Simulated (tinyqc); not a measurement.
# Capacitance measurement on a leaky thin oxide: effects of series resistance and leakage, step by step

Numbers from tinyqc (`OMP_NUM_THREADS=1 python tinyqc.py 2022101 2022102 out.jsonl`; about 0.01 s on one thread of a shared Intel Xeon 2.30GHz). Printed values are rounded.

The device is a capacitance C in parallel with a leakage conductance G, in series with Rs and Ls. An impedance meter reports either a parallel pair (Cp, Gp) from Y = 1/Z = Gp + i w Cp or a series pair (Cs, Rm) from Z = Rm + 1/(i w Cs); w = 2 pi f, dissipation D = Gp/(w |Cp|).

Values chosen for this exercise; values of the order met in thin-oxide MOS capacitors: relative permittivity of the gate insulator (close to aluminium oxide) eox = 9.02; insulator thickness tox = 2.2 nm; gate area A = 10000 um^2; oxide-equivalent thickness added by the accumulation layer zc = 0.58 nm; oxide-equivalent thickness added by gate depletion zp = 0 nm; gate leakage current density, not matched to the thickness Jg = 0.0012 A/cm^2; voltage for an e-fold rise of the leakage Vs = 0.21 V; series resistance Rs = 14 ohm; series inductance Ls = 0 nH; measuring frequency f = 1e6 Hz.

Constants: eps0 = 8.8541878128e-14 F/cm where lengths are in cm. Results are converted to the units shown.

## True capacitance and conductance

EOT = 3.9 tox/eox; CET = EOT + zc + zp; C = 3.9 eps0 A/CET; G = Jg A/Vs.

EOT = 0.951220 nm
CET = 1.53122 nm
C = 225.515 pF
G = 0.571429 uS

## What the meter reports

Z = Rs + i w Ls + 1/(G + i w C).

Z = 14.285-705.739i ohm
Cp = 225.423 pF
Gp = 28.6683 uS
Cs = 225.515 pF
D = 0.0202406

Cp is 0.041 % below C and Cs is within 0.01 % of it; G Rs = 8.00e-6, w C Rs = 0.0198 and G/(w C) = 4.03e-4.
